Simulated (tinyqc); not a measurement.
Worked calculation: MP2 on RHF in the sto-3g basis, for H6, spin multiplicity 1. One step of it, computed by the program tinyqc.

Question. Second-order Moller-Plesset energy. E2 = sum_ijab (ia|jb) [2 (ia|jb) - (ib|ja)] / (e_i + e_j - e_a - e_b) over occupied i, j and virtual a, b; the opposite-spin part is (ia|jb)^2 / denominator, the rest is same-spin, and SCS-MP2 scales them by 6/5 and 1/3.

orbital energies (hartree): MO1 -0.677605, MO2 -0.588101, MO3 -0.473415, MO4 0.442970, MO5 0.737259, MO6 1.103045

Two-electron integrals over orbitals (pq|rs), unique and non-zero (hartree):
```
p,q,r,s,(pq|rs)
1,1,1,1,0.415672
2,1,2,1,0.130226
2,2,1,1,0.329151
2,2,2,2,0.397862
3,1,1,1,0.082480
3,1,2,2,-0.062279
3,1,3,1,0.136144
3,2,2,1,-0.130336
3,2,3,2,0.147409
3,3,1,1,0.395203
3,3,2,2,0.347727
3,3,3,1,0.049714
3,3,3,3,0.396501
4,1,2,1,0.032368
4,1,3,2,0.001417
4,1,4,1,0.079135
4,2,1,1,0.050514
4,2,2,2,-0.004989
4,2,3,1,0.046258
4,2,3,3,0.016360
4,2,4,2,0.066103
4,3,2,1,0.055835
4,3,3,2,-0.055019
4,3,4,1,0.015593
4,3,4,3,0.069898
4,4,1,1,0.390738
4,4,2,2,0.345866
4,4,3,1,0.043877
4,4,3,3,0.382506
4,4,4,2,0.024358
4,4,4,4,0.396380
5,1,1,1,0.008653
5,1,2,2,0.024286
5,1,3,1,-0.020209
5,1,3,3,-0.007784
5,1,4,2,0.039911
5,1,4,4,0.001830
5,1,5,1,0.046605
5,2,2,1,0.017817
5,2,3,2,0.005016
5,2,4,1,0.054856
5,2,4,3,-0.038027
5,2,5,2,0.087441
5,3,1,1,-0.060164
5,3,2,2,-0.001868
5,3,3,1,-0.051080
5,3,3,3,-0.031552
5,3,4,2,-0.063075
5,3,4,4,-0.026414
5,3,5,1,-0.035069
5,3,5,3,0.067735
5,4,2,1,0.129944
5,4,3,2,-0.140841
5,4,4,1,0.007208
5,4,4,3,0.056536
5,4,5,2,-0.002725
5,4,5,4,0.151628
5,5,1,1,0.342751
5,5,2,2,0.399800
5,5,3,1,-0.051460
5,5,3,3,0.358064
5,5,4,2,0.000030
5,5,4,4,0.367026
5,5,5,1,0.024929
5,5,5,3,-0.004623
5,5,5,5,0.423988
6,1,2,1,0.002086
6,1,3,2,0.011201
6,1,4,1,0.028487
6,1,4,3,0.051270
6,1,5,2,-0.030577
6,1,5,4,-0.008186
6,1,6,1,0.065170
6,2,1,1,-0.015851
6,2,2,2,-0.030598
6,2,3,1,0.017499
6,2,3,3,-0.004505
6,2,4,2,-0.036905
6,2,4,4,-0.002604
6,2,5,1,-0.042827
6,2,5,3,0.038716
6,2,5,5,-0.029741
6,2,6,2,0.044876
6,3,2,1,0.037401
6,3,3,2,-0.008016
6,3,4,1,0.076490
6,3,4,3,0.018795
6,3,5,2,0.054764
6,3,5,4,0.007631
6,3,6,1,0.028906
6,3,6,3,0.082409
6,4,1,1,0.083848
6,4,2,2,-0.054070
6,4,3,1,0.129311
6,4,3,3,0.050765
6,4,4,2,0.048110
6,4,4,4,0.049178
6,4,5,1,-0.016840
6,4,5,3,-0.051371
6,4,5,5,-0.054673
6,4,6,2,0.016290
6,4,6,4,0.138646
6,5,2,1,-0.131930
6,5,3,2,0.133208
6,5,4,1,-0.033914
6,5,4,3,-0.058895
6,5,5,2,-0.018836
6,5,5,4,-0.139606
6,5,6,1,-0.003534
6,5,6,3,-0.041796
6,5,6,5,0.147292
6,6,1,1,0.443759
6,6,2,2,0.349880
6,6,3,1,0.090694
6,6,3,3,0.423869
6,6,4,2,0.057081
6,6,4,4,0.427984
6,6,5,1,0.010269
6,6,5,3,-0.068741
6,6,5,5,0.374969
6,6,6,2,-0.018654
6,6,6,4,0.098980
6,6,6,6,0.500229
```

Hartree-Fock energy = -3.30665602 hartree

Give: Terms; Pair energies; MP2 correlation energy; SCS-MP2 correlation energy; MP2 total energy.

Answer.

Terms (the 40 largest of 41):
```
i,j,a,b,(ia|jb),(ib|ja),denominator,term
3,1,6,4,0.076,0.051,-2.697,-2.88e-03
1,3,4,6,0.076,0.051,-2.697,-2.88e-03
2,2,5,5,0.087,0.087,-2.651,-2.88e-03
1,1,4,4,0.079,0.079,-2.241,-2.79e-03
3,3,4,4,0.070,0.070,-1.833,-2.67e-03
3,2,5,4,-0.063,-0.038,-2.242,-2.48e-03
2,3,4,5,-0.063,-0.038,-2.242,-2.48e-03
3,3,6,6,0.082,0.082,-3.153,-2.15e-03
2,2,4,4,0.066,0.066,-2.062,-2.12e-03
3,3,5,5,0.068,0.068,-2.421,-1.89e-03
2,1,5,4,0.055,0.040,-2.446,-1.57e-03
1,2,4,5,0.055,0.040,-2.446,-1.57e-03
3,2,6,5,0.055,0.039,-2.902,-1.34e-03
2,3,5,6,0.055,0.039,-2.902,-1.34e-03
1,1,6,6,0.065,0.065,-3.561,-1.19e-03
1,1,5,5,0.047,0.047,-2.830,-7.68e-04
2,1,6,5,-0.043,-0.031,-3.106,-7.59e-04
1,2,5,6,-0.043,-0.031,-3.106,-7.59e-04
2,2,6,6,0.045,0.045,-3.382,-5.95e-04
2,2,6,4,-0.037,-0.037,-2.722,-5.00e-04
2,2,4,6,-0.037,-0.037,-2.722,-5.00e-04
1,3,6,4,0.051,0.076,-2.697,-4.95e-04
3,1,4,6,0.051,0.076,-2.697,-4.95e-04
3,1,5,5,-0.035,-0.035,-2.626,-4.68e-04
1,3,5,5,-0.035,-0.035,-2.626,-4.68e-04
1,2,5,4,0.040,0.055,-2.446,-4.07e-04
2,1,4,5,0.040,0.055,-2.446,-4.07e-04
2,3,6,5,0.039,0.055,-2.902,-3.02e-04
3,2,5,6,0.039,0.055,-2.902,-3.02e-04
1,1,4,6,0.028,0.028,-2.901,-2.80e-04
1,1,6,4,0.028,0.028,-2.901,-2.80e-04
3,1,6,6,0.029,0.029,-3.357,-2.49e-04
1,3,6,6,0.029,0.029,-3.357,-2.49e-04
2,3,5,4,-0.038,-0.063,-2.242,-2.20e-04
3,2,4,5,-0.038,-0.063,-2.242,-2.20e-04
1,2,6,5,-0.031,-0.043,-3.106,-1.80e-04
2,1,5,6,-0.031,-0.043,-3.106,-1.80e-04
3,3,4,6,0.019,0.019,-2.493,-1.42e-04
3,3,6,4,0.019,0.019,-2.493,-1.42e-04
1,3,4,4,0.016,0.016,-2.037,-1.19e-04
```

Pair energies (hartree; pair i-j sums ij and ji):
```
pair,opposite spin,same spin
1-1,-0.005,0
2-1,-0.006,-2.79e-04
2-2,-0.007,0
3-1,-0.008,-4.72e-04
3-2,-0.008,-7.37e-04
3-3,-0.007,0
```

MP2 correlation energy = -0.04185 hartree

SCS-MP2 correlation energy = -0.04893 hartree

MP2 total energy = -3.34850 hartree
